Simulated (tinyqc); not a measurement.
Thickness and doping from the maximum and minimum capacitance.

Inverse problem. A MOS capacitor has Cmax = Cox = eps0 eox/tox and 1/Cmin = 1/Cox + Wm/(eps0 eps_r), with Wm = sqrt(4 eps0 eps_r Vt ln(N/ni)/(q N)) and N well above ni. Find tox, Wm and N.

Inputs (values chosen for the exercise); band and dielectric values close to those of silicon:
```
symbol  value  unit                                                                 meaning
T         450     K                                                             temperature
eps_r    11.5                                                         relative permittivity
eox      9.02        relative permittivity of the gate insulator (close to aluminium oxide)
```

Constants: q = 1.602176634e-19 C, kB = 1.380649e-23 J/K, Vt = kB T/q, eps0 = 8.8541878128e-14 F/cm where lengths are in cm. Results are converted to the units shown.

Cmax = 0.42034092 uF/cm^2
Cmin = 0.074301786 uF/cm^2
ni = 2.3171291e13 cm^-3

Solution. Cmax gives tox and the series difference Wm. N follows by iterating N = 4 eps0 eps_r Vt ln(N/ni)/(q Wm^2); ln(N/ni)/N falls steadily for N > e ni, so there is one root in that range.

tox = 19.00 nm
Wm = 112.8 nm
N = 6.100e16 cm^-3

Computed by the program tinyqc: `OMP_NUM_THREADS=1 python tinyqc.py 2060064 2060065 out.jsonl`, one thread of a shared Intel Xeon 2.30GHz, about 0.01 s for the whole run.
